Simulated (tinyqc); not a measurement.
Worked calculation: RKS/BLYP in the sto-3g basis, for H6, spin multiplicity 1. One step of it, computed by the program tinyqc.

Task: Iteration 1: building the Kohn-Sham matrix. J_ij = sum D_kl (ij|kl); F = H + J + V_xc; E = tr D H + tr D J / 2 + E_xc + E_nn.

D at the start:
```
           1H 1s     2H 1s     3H 1s     4H 1s     5H 1s      6H 1s
1H 1s   0.970376  0.088634  0.009734  0.001047  0.000216  -0.000008
2H 1s   0.088634  0.956309  0.075294  0.009214  0.002508   0.000216
3H 1s   0.009734  0.075294  0.957109  0.089070  0.009224   0.001052
4H 1s   0.001047  0.009214  0.089070  0.957079  0.075334   0.009743
5H 1s   0.000216  0.002508  0.009224  0.075334  0.956280   0.088635
6H 1s  -0.000008  0.000216  0.001052  0.009743  0.088635   0.970377
```

core Hamiltonian H = T + V (hartree):
```
           1H 1s      2H 1s      3H 1s      4H 1s      5H 1s      6H 1s
1H 1s  -1.317805  -0.613432  -0.034949  -0.001685  -0.000009   0.000000
2H 1s  -0.613432  -1.538374  -0.348176  -0.036156  -0.000547  -0.000009
3H 1s  -0.034949  -0.348176  -1.635823  -0.677242  -0.036234  -0.001690
4H 1s  -0.001685  -0.036156  -0.677242  -1.635967  -0.348752  -0.035024
5H 1s  -0.000009  -0.000547  -0.036234  -0.348752  -1.538602  -0.613477
6H 1s   0.000000  -0.000009  -0.001690  -0.035024  -0.613477  -1.317889
```

Two-electron integrals (ij|kl) in chemists' order, unique and non-zero (hartree):
```
(11|11) 0.774606   (21|11) 0.188661   (21|21) 0.065783   (22|11) 0.388285
(22|21) 0.188661   (22|22) 0.774606   (31|11) 0.005678   (31|21) 0.002392
(31|22) 0.008687   (31|31) 0.000119   (32|11) 0.044311   (32|21) 0.020825
(32|22) 0.089343   (32|31) 0.001319   (32|32) 0.017157   (33|11) 0.172983
(33|21) 0.074370   (33|22) 0.300508   (33|31) 0.005678   (33|32) 0.089343
(33|33) 0.774606   (41|11) 0.000163   (41|21) 0.000074   (41|22) 0.000300
(41|31) 4.55e-06   (41|32) 0.000058   (41|33) 0.000300   (41|41) 1.99e-07
(42|11) 0.003088   (42|21) 0.001372   (42|22) 0.005678   (42|31) 0.000094
(42|32) 0.001319   (42|33) 0.008687   (42|41) 4.55e-06   (42|42) 0.000119
(43|11) 0.047743   (43|21) 0.019559   (43|22) 0.074370   (43|31) 0.001372
(43|32) 0.020825   (43|33) 0.188661   (43|41) 0.000074   (43|42) 0.002392
(43|43) 0.065783   (44|11) 0.121038   (44|21) 0.047743   (44|22) 0.172983
(44|31) 0.003088   (44|32) 0.044311   (44|33) 0.388285   (44|41) 0.000163
(44|42) 0.005678   (44|43) 0.188661   (44|44) 0.774606   (51|11) 4.33e-07
(51|21) 1.85e-07   (51|22) 7.40e-07   (51|31) 1.31e-08   (51|32) 1.90e-07
(51|33) 1.38e-06   (51|42) 1.83e-08   (51|43) 3.88e-07   (51|44) 9.18e-07
(52|11) 0.000028   (52|21) 0.000011   (52|22) 0.000043   (52|31) 7.81e-07
(52|32) 0.000011   (52|33) 0.000095   (52|41) 4.10e-08   (52|42) 1.27e-06
(52|43) 0.000033   (52|44) 0.000095   (52|52) 1.72e-08   (53|11) 0.001882
(53|21) 0.000739   (53|22) 0.002667   (53|31) 0.000047   (53|32) 0.000674
(53|33) 0.005692   (53|41) 2.46e-06   (53|42) 0.000080   (53|43) 0.002398
(53|44) 0.008706   (53|51) 1.31e-08   (53|52) 1.27e-06   (53|53) 0.000120
(54|11) 0.018117   (54|21) 0.006939   (54|22) 0.024266   (54|31) 0.000422
(54|32) 0.005690   (54|33) 0.044388   (54|41) 0.000021   (54|42) 0.000673
(54|43) 0.020862   (54|44) 0.089504   (54|51) 1.10e-07   (54|52) 0.000011
(54|53) 0.001324   (54|54) 0.017213   (55|11) 0.086509   (55|21) 0.032379
(55|22) 0.110153   (55|31) 0.001879   (55|32) 0.024232   (55|33) 0.173039
(55|41) 0.000090   (55|42) 0.002661   (55|43) 0.074402   (55|44) 0.300671
(55|51) 4.33e-07   (55|52) 0.000043   (55|53) 0.005692   (55|54) 0.089504
(55|55) 0.774606   (61|33) 5.75e-09   (61|44) 5.75e-09   (62|11) 3.03e-07
(62|21) 1.19e-07   (62|22) 4.33e-07   (62|31) 7.71e-09   (62|32) 1.10e-07
(62|33) 9.18e-07   (62|42) 1.31e-08   (62|43) 3.88e-07   (62|44) 1.38e-06
(62|53) 1.84e-08   (62|54) 1.90e-07   (62|55) 7.40e-07   (63|11) 0.000067
(63|21) 0.000026   (63|22) 0.000090   (63|31) 1.56e-06   (63|32) 0.000021
(63|33) 0.000164   (63|41) 7.79e-08   (63|42) 2.46e-06   (63|43) 0.000074
(63|44) 0.000301   (63|52) 4.11e-08   (63|53) 4.57e-06   (63|54) 0.000058
(63|55) 0.000301   (63|63) 2.00e-07   (64|11) 0.001457   (64|21) 0.000549
(64|22) 0.001882   (64|31) 0.000032   (64|32) 0.000422   (64|33) 0.003096
(64|41) 1.56e-06   (64|42) 0.000047   (64|43) 0.001375   (64|44) 0.005692
(64|51) 7.72e-09   (64|52) 7.83e-07   (64|53) 0.000094   (64|54) 0.001324
(64|55) 0.008706   (64|62) 1.31e-08   (64|63) 4.57e-06   (64|64) 0.000120
(65|11) 0.026076   (65|21) 0.009646   (65|22) 0.032379   (65|31) 0.000548
(65|32) 0.006929   (65|33) 0.047756   (65|41) 0.000026   (65|42) 0.000738
(65|43) 0.019565   (65|44) 0.074402   (65|51) 1.19e-07   (65|52) 0.000011
(65|53) 0.001375   (65|54) 0.020862   (65|55) 0.188661   (65|62) 1.85e-07
(65|63) 0.000074   (65|64) 0.002398   (65|65) 0.065783   (66|11) 0.071222
(66|21) 0.026076   (66|22) 0.086509   (66|31) 0.001454   (66|32) 0.018091
(66|33) 0.121065   (66|41) 0.000067   (66|42) 0.001879   (66|43) 0.047756
(66|44) 0.173039   (66|51) 3.03e-07   (66|52) 0.000028   (66|53) 0.003096
(66|54) 0.044388   (66|55) 0.388285   (66|62) 4.33e-07   (66|63) 0.000164
(66|64) 0.005692   (66|65) 0.188661   (66|66) 0.774606
```

nuclear repulsion = 3.10399161 hartree

V_xc (hartree):
```
           1H 1s      2H 1s      3H 1s      4H 1s      5H 1s      6H 1s
1H 1s  -0.432480  -0.123329  -0.004822  -0.000179  -0.000001   0.000000
2H 1s  -0.123329  -0.434562  -0.057278  -0.004820  -0.000056  -0.000001
3H 1s  -0.004822  -0.057278  -0.434603  -0.123309  -0.004831  -0.000180
4H 1s  -0.000179  -0.004820  -0.123309  -0.434609  -0.057384  -0.004834
5H 1s  -0.000001  -0.000056  -0.004831  -0.057384  -0.434568  -0.123329
6H 1s   0.000000  -0.000001  -0.000180  -0.004834  -0.123329  -0.432480
```

E_xc = sum of w rho eps_xc = -2.03022625 hartree

Give: Coulomb J; Kohn-Sham matrix F; total energy of this density.

Result:

Coulomb J (hartree):
```
       1H 1s  2H 1s  3H 1s  4H 1s  5H 1s  6H 1s
1H 1s  1.612  0.558  0.026  0.001  0.000  0.000
2H 1s  0.558  1.830  0.309  0.028  0.000  0.000
3H 1s  0.026  0.309  1.927  0.621  0.028  0.001
4H 1s  0.001  0.028  0.621  1.927  0.310  0.027
5H 1s  0.000  0.000  0.028  0.310  1.830  0.558
6H 1s  0.000  0.000  0.001  0.027  0.558  1.613
```

Kohn-Sham matrix F (hartree):
```
        1H 1s   2H 1s   3H 1s   4H 1s   5H 1s   6H 1s
1H 1s  -0.138  -0.179  -0.013  -0.001   0.000   0.000
2H 1s  -0.179  -0.143  -0.096  -0.013   0.000   0.000
3H 1s  -0.013  -0.096  -0.143  -0.179  -0.013  -0.001
4H 1s  -0.001  -0.013  -0.179  -0.143  -0.096  -0.013
5H 1s   0.000   0.000  -0.013  -0.096  -0.143  -0.179
6H 1s   0.000   0.000  -0.001  -0.013  -0.179  -0.138
```

total energy of this density = -2.64257 hartree

This density is the starting one; it is not idempotent, so its energy is not variational and may lie below the converged one.
